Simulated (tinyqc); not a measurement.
Velocity overshoot from momentum and energy balance equations after a field step: one step, computed by the program tinyqc.

At t = 0 the field jumps from 0 to F in a uniform sample. v is the drift velocity and u = w - (3/2) k_B T the excess energy per carrier.

Problem. Constants and steady state. dv/dt = e F/m - v/tau_m(u), du/dt = e F v - u/tau_E, tau_m(u) = tau_0/(1 + c u), tau_0 = m mu_0/e, c = mu_0/(e tau_E v_s^2); this choice gives the steady state v (1 + mu_0 F v/v_s^2) = mu_0 F, which saturates at v_s. Steady velocity v = 2 mu_0 F/(1 + sqrt(1 + 4 (mu_0 F/v_s)^2)); u = e F v tau_E; carrier temperature T + 2u/(3 k_B), neglecting the drift energy m v^2/2.

Inputs (values chosen for the exercise, modelled on electrons in germanium except for tau_E): effective mass m = 0.12 m_0; low-field mobility mu_0 = 3900 cm^2/(V s); saturation velocity v_s = 0.6 1e7 cm/s; energy relaxation time tau_E = 0.37 ps; field after the step F = 7.9 kV/cm; lattice temperature T = 300 K.

Scheme: explicit Euler.

Constants: m_0 = 9.1093837015e-31 kg; e = 1.602176634e-19 C; k_B = 8.617333262e-05 eV/K.

Give: tau_0; c; acceleration e F/m; steady velocity; steady excess energy; steady carrier temperature.

Solution.

tau_0 = 266.09 fs

c = 292.79 1/eV

acceleration e F/m = 0.011579 1e7 cm/s per fs

steady velocity = 0.54442 1e7 cm/s

steady excess energy = 0.015913 eV

steady carrier temperature = 423.11 K

tau_E/tau_0 = 1.39, and in the steady state tau_m has shrunk to 47.0 fs.
